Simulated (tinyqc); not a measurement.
Relaxation at fixed composition: composition and strain of an epitaxial Si(1-x)Ge(x) layer from Raman and X-ray peaks. Computed by tinyqc, a small Python program. Command: `OMP_NUM_THREADS=1 python tinyqc.py 3003065 3003066 out.jsonl epiraman walk`. One thread of a shared host (Intel(R) Xeon(R) Processor @ 2.30GHz), about 0.01 s of CPU time with the checks.

A (001) layer, biaxially strained in the plane. The Raman peaks follow empirical lines omega = w0 + c1 x + c3 x^3 + b eps (c3 for Si-Ge alone), with eps the in-plane strain.

Inputs (values chosen for the exercise, modelled on silicon-germanium):
```
quantity,value,unit
Ge fraction x,0.64,-
lattice constant of Si,5.431,angstrom
lattice constant of Ge,5.658,angstrom
bowing B,0.027,angstrom
2 C12/C11 of Si,0.776,-
2 C12/C11 of Ge,0.749,-
Si-Si: w0,520.2,1/cm
Si-Si: c1,-70,1/cm
Si-Si: strain coefficient b,-692,1/cm
Ge-Ge: w0,280.2,1/cm
Ge-Ge: c1,19.6,1/cm
Ge-Ge: strain coefficient b,-455,1/cm
X-ray wavelength,1.540598,angstrom
```

Substrate: silicon.

Method:
- Relaxed lattice constant a(x) = a_Si + (a_Ge - a_Si) x - B x (1 - x).
- In-plane constant a_par = a_sub + R (a(x) - a_sub); eps = a_par/a(x) - 1; eps_perp = -(2 C12/C11) eps with 2 C12/C11 linear in x; a_perp = a(x) (1 + eps_perp).
- (004) Bragg angle theta = arcsin(2 lambda/a), with a = a_perp for the layer and a_sub for the substrate; separation = layer less substrate. The apparent x is the one that a fully strained layer (R = 0) would need to give the same a_perp.

Signatures:
```
R,eps (per mille),Si-Si (1/cm),Ge-Ge (1/cm),a_perp (angstrom),(004) separation (arcsec),apparent x if R = 0 is assumed
0.00,-24.965,492.68,304.10,5.6756,-6062.9,0.64000
0.15,-21.221,490.08,302.40,5.6597,-5689.9,0.60113
0.30,-17.476,487.49,300.70,5.6439,-5314.3,0.56195
0.50,-12.483,484.04,298.42,5.6228,-4809.5,0.50922
0.70,-7.490,480.58,296.15,5.6017,-4300.0,0.45590
0.85,-3.745,477.99,294.45,5.5859,-3914.9,0.41551
1.00,0.000,475.40,292.74,5.5701,-3527.1,0.37478
```

What does the comparison show, and why?

Full relaxation moves the Si-Si peak by -17.28 per cm and shrinks the X-ray separation to 58 % of its strained value, about 1/(1 + 2 C12/C11). A symmetric reflection alone cannot part x from R: a relaxed layer read as strained gives x = 0.375 in place of 0.64. An asymmetric reflection or a second peak is needed.

Extremes, crossings and ranges named in words are read from the listed rows.
